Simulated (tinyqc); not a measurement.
Capacitance shares from swing and barrier lowering.

Question. Below threshold the charge is negligible, so the band edge moves as -(aG Vg + aD Vd), aG = CG/CS, aD = CD/CS (CG, CD the capacitances of the barrier top to gate and drain, CS the total), and I goes as exp((aG Vg + aD Vd)/Vt) once Vd is well above Vt. Find aG, aD, CS and CD.

Inputs (values chosen for the exercise): temperature T = 300 K.

Constants: q = 1.602176634e-19 C, kB = 1.380649e-23 J/K, Vt = kB T/q. Results are converted to the units shown.

swing = 68.421183 mV/decade
DIBL = 47.126437 mV/V
CG = 10.686881 pF/cm

Solution. The swing is Vt ln 10/aG and the DIBL, -dVg/dVd at fixed current, is aD/aG.

aG = 0.870
aD = 0.0410
CS = 12.3 pF/cm
CD = 0.504 pF/cm

Computed by the program tinyqc: `OMP_NUM_THREADS=1 python tinyqc.py 2400037 2400038 out.jsonl`, one thread of a shared Intel Xeon 2.30GHz, about 0.07 s for the whole run.
